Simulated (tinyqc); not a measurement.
Worked calculation: Hubbard ring of 4 sites. Computed by tinyqc, a small Python program that keeps every step. Settings: hopping = 1.63, U = 1.8, mixing = 0.5, iteration cap = 89. Command: `OMP_NUM_THREADS=1 python tinyqc.py 30128 30129 out.jsonl` (the two numbers bound the seeds that draw the settings). One thread of a shared host (Intel(R) Xeon(R) Processor @ 2.60GHz), about 0.2 s of CPU time with the checks. Later iterations appear only in the table of the cycle.

## Mean-field iteration 1

one-body matrix (hopping and site energies) (eV), lower triangle:
```
           1          2          3         4
1   0.000000
2  -1.630000   0.000000
3   0.000000  -1.630000   0.000000
4  -1.630000   0.000000  -1.630000  0.000000
```

U = 1.800000 eV

electrons, up and down: 2  2

mixing = 0.500000

n(up) at the start (a guess, not normalised): 1 0.550000, 2 0.450000, 3 0.550000, 4 0.450000

n(down) at the start (a guess): 1 0.450000, 2 0.550000, 3 0.450000, 4 0.550000

H(up) = T + U n(down), H(down) = T + U n(up); fill the lowest levels; n(new) = n + mixing (n(out) - n); E = tr T (rho up + rho down) + U sum n_up n_down of the output.

levels, up (eV): -2.361242  0.810000  0.990000  4.161242

levels, down (eV): -2.361242  0.810000  0.990000  4.161242

energy = -5.192697 eV

n(up) after iteration 1: 1 0.653450, 2 0.346550, 3 0.653450, 4 0.346550

n(down) after iteration 1: 1 0.346550, 2 0.653450, 3 0.346550, 4 0.653450

## Mean-field iteration 2

As before.

levels, up (eV): -2.371680  0.623791  1.176209  4.171680

levels, down (eV): -2.371680  0.623791  1.176209  4.171680

energy = -5.225912 eV

n(up) after iteration 2: 1 0.712278, 2 0.287722, 3 0.712278, 4 0.287722

n(down) after iteration 2: 1 0.287722, 2 0.712278, 3 0.287722, 4 0.712278

## Mean-field iteration 3

As before.

levels, up (eV): -2.382316  0.517900  1.282100  4.182316

levels, down (eV): -2.382316  0.517900  1.282100  4.182316

energy = -5.236540 eV

n(up) after iteration 3: 1 0.745690, 2 0.254310, 3 0.745690, 4 0.254310

n(down) after iteration 3: 1 0.254310, 2 0.745690, 3 0.254310, 4 0.745690

## Convergence

Each step fills the lowest levels of T + U n(other spin) and sets n(new) = n + mixing (n(out) - n); stop when output and input agree to 1e-8.

Course of the cycle:
```
iteration       E (eV)  largest |n(out) - n(in)|  mean |n_up - n_down|
1          -5.19269663                  2.07e-01              0.513798
2          -5.22591215                  1.18e-01              0.542212
3          -5.23653961                  6.68e-02              0.558206
4          -5.23993716                  3.79e-02              0.567213
5          -5.24102435                  2.15e-02              0.572295
6          -5.24137259                  1.22e-02              0.575166
7          -5.24148421                  6.90e-03              0.576790
8          -5.24152000                  3.91e-03              0.577709
9          -5.24153148                  2.22e-03              0.578230
10         -5.24153517                  1.26e-03              0.578524
11         -5.24153635                  7.11e-04              0.578691
...                ...                       ...                   ...
21         -5.24153691                  2.42e-06              0.578909
22         -5.24153691                  1.37e-06              0.578909
23         -5.24153691                  7.76e-07              0.578909
24         -5.24153691                  4.40e-07              0.578909
25         -5.24153691                  2.49e-07              0.578909
26         -5.24153691                  1.41e-07              0.578909
27         -5.24153691                  7.99e-08              0.578909
28         -5.24153691                  4.53e-08              0.578909
29         -5.24153691                  2.56e-08              0.578909
30         -5.24153691                  1.45e-08              0.578909
31         -5.24153691                  8.23e-09              0.578909
```

local moments n_up - n_down: 1 0.578909, 2 -0.578909, 3 0.578909, 4 -0.578909

Converged in 31 iterations. Before convergence this energy mixes input and output and is not variational, so it may rise towards its limit.

## Exact diagonalisation (36 states)

Lowest levels of the sector, and the double occupancy of the lowest state.

lowest levels (eV): -5.348595  -5.256158  -4.498924  -4.339335  -2.481952  -2.481952

double occupancy per site = 0.140778

The mean-field solution above lies 0.1071 eV above the exact energy.

## The lowest level by Lanczos steps

From a random start vector (not printed): a_j = <q_j|H|q_j>, b_j = norm of the remainder after orthogonalising; the Ritz value is the lowest eigenvalue of the tridiagonal matrix of a and b so far.

Lanczos:
```
j    a_j (eV)  b_j (eV)  lowest Ritz value (eV)
1    0.050351  3.697433              0.05035074
2    1.189498  3.741426             -3.12112166
3   -0.021362  3.639820             -4.69125764
4    4.224792  3.078230             -5.17138828
5    2.297206  2.806673             -5.25361798
6    1.193755  4.451485             -5.27209759
7    1.969457  3.416543             -5.29140224
8    2.962156  3.476572             -5.30372540
9    1.905080  3.109773             -5.30971120
10   1.057221  2.914135             -5.31240688
```
